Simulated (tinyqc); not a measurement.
# MOS inversion layer, Poisson-Schroedinger loop: effect of the temperature

Electrons confined at an insulator interface at z = 0, treated as a hard wall; parabolic valleys, Hartree approximation, no image or exchange terms. The depletion charge lies far deeper than the electrons and gives a uniform field q Nd/(eps0 eps_r); the gate balances all charge. Energies are counted from the band edge at the interface.

Schroedinger equation -(C/mz) psi'' + (V0 + U) psi = E psi, C = hbar^2/(2 m0), psi(0) = 0, on a uniform mesh of 800 nodes with a far wall at 23 nm, 8 levels a set; V0 = q Nd z/(eps0 eps_r); dU/dz = q (Ns - integral of n from 0 to z)/(eps0 eps_r), U(0) = 0; N_k = g md m0 q Vt/(pi hbar^2) ln(1 + exp((EF - E_k)/Vt)), g the number of valleys of the set, sum N_k = Ns. Triangular well: E_k = a_k (C F^2/mz)^(1/3), a_1 = 2.338107, a_2 = 4.087949, C = hbar^2/(2 m0), F in eV/nm. Fang-Howard (all electrons in the lowest level of set A): b^3 = 6 (mz1/C) q (Nd + 11 Ns/32)/(eps0 eps_r), centroid 3/b, level C b^2/(4 mz1) + (3/b) q (Nd + 11 Ns/16)/(eps0 eps_r). The centroid adds 3.9 z_av/eps_r to an oxide-equivalent thickness. Shares under 0.0001 % are printed as 0.

Inputs (values chosen for the exercise); masses and permittivity close to those of germanium (100):
- eps_r = 16.3 (relative permittivity)
- mz1 = 0.119 m0 (mass along z of valley set A (4 valley(s)))
- md1 = 0.292 m0 (in-plane density-of-states mass of set A)
- Ns = 1.8e12 cm^-2 (sheet density of electrons)
- Nd = 3.7e12 cm^-2 (sheet density of depletion charge)

Constants: q = 1.602176634e-19 C, kB = 1.380649e-23 J/K, hbar = 1.054571817e-34 J s, m0 = 9.1093837015e-31 kg, Vt = kB T/q, eps0 = 8.8541878128e-14 F/cm where lengths are in cm, hbar^2/(2 m0) = 0.0380998212 eV nm^2. Results are converted to the units shown.

The same in every row: Fang-Howard centroid (nm) = 3.11.

Result of one run:
```
A1 (meV)  A2 (meV)  EF (meV)  share of A1 (%)  share of A2 (%)  centroid z_av (nm)  added oxide equivalent (nm)
235            385       159             98.6             1.33                2.96                        0.707
```

Which temperature T gave this result: 120, 200, 400 or 500 K?

T = 400 K.

The whole series:
```
T (K)  A1 (meV)  A2 (meV)  EF (meV)  share of A1 (%)  share of A2 (%)  centroid z_av (nm)  added oxide equivalent (nm)
20          235       385       238              100                0                2.92                        0.700
50          235       385       236              100                0                2.92                        0.700
77          235       385       233              100                0                2.92                        0.700
120         235       385       226              100                0                2.92                        0.700
200         235       385       210              100           0.0186                2.92                        0.700
300         235       385       186             99.7            0.324                2.93                        0.701
400         235       385       159             98.6             1.33                2.96                        0.707
500         235       385       129             96.7             3.06                3.00                        0.718
```

As T goes from 20 to 500, A1 stays near 235 meV, the share of A1 falls from 100 to 96.7 % and the centroid rises from 2.92 to 3.00 nm. EF lies more than 2 meV above A1 for T = 20. The Fang-Howard centroid is 6.3 % above the full one in the first row, where A1 holds 100 %, and 3.5 % above it in the last, where A1 holds 96.7 %.

Numbers from tinyqc (`OMP_NUM_THREADS=1 python tinyqc.py 2160158 2160159 out.jsonl`; about 0.5 s on one thread of a shared Intel Xeon 2.30GHz).
